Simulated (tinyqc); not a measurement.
Bowing of the band edge from disorder: coherent potential approximation for a binary alloy with a semi-elliptic band.

Site levels eA = -x d (share 1 - x) and eB = (1 - x) d (share x), so that their mean, the virtual crystal, is 0. Pure band: G0(z) = 2 (z - sqrt(z - W) sqrt(z + W))/W^2 with principal roots, density -Im G/pi per site. The medium has a self-energy S(z), G = G0(z - S), z = E + i eta. t_i = (e_i - S)/(1 - (e_i - S) G); the CPA demands <t> = (1 - x) tA + x tB = 0. Iteration: start at S = 0, set S(new) = S + <t>/(1 + <t> G), stop when |<t>| < 1e-9 eV.

Inputs chosen for the exercise: W = 3.1 eV (half width of the pure band); d = 0.58 eV (eB - eA).

For eta = 0 the CPA reads G = (1 - x)/(y - eA) + x/(y - eB) with y = E - W^2 G/4; the lower edge is the maximum of E(y) = y + W^2 G(y)/4 for y < eA. The virtual crystal puts it at -W. Second order: -W - 2 x (1 - x) d^2/W, from S = x (1 - x) d^2 G0(-W), G0(-W) = -2/W.

Lower edge (eV):
```
x        edge  edge + W  second order  (edge + W)/(x (1 - x))
0.05  -3.1077   -0.0077       -0.0103                 -0.1616
0.10  -3.1149   -0.0149       -0.0195                 -0.1656
0.25  -3.1335   -0.0335       -0.0407                 -0.1789
0.50  -3.1521   -0.0521       -0.0543                 -0.2084
0.60  -3.1538   -0.0538       -0.0521                 -0.2241
0.75  -3.1477   -0.0477       -0.0407                 -0.2546
0.90  -3.1270   -0.0270       -0.0195                 -0.2998
0.95  -3.1152   -0.0152       -0.0103                 -0.3207
```

Give the missing row, x = 0.40.

Computed row:
```
x        edge  edge + W  second order  (edge + W)/(x (1 - x))
0.40  -3.1469   -0.0469       -0.0521                 -0.1952
```

second-order coefficient = -0.2170 eV

Disorder pushes the edge below the virtual crystal, most at x = 0.6 (-54 meV). The coefficient runs from -0.162 at x = 0.05 to -0.321 eV at 0.95, against -0.217 in second order: it depends strongly on x and is largest in size where the low-lying A atoms are dilute and act as attractive impurities.

Run: tinyqc, `OMP_NUM_THREADS=1 python tinyqc.py 1481159 1481160 out.jsonl`; Intel(R) Xeon(R) Processor @ 2.30GHz, one thread, shared host; about 0.01 s of CPU time with all checks.
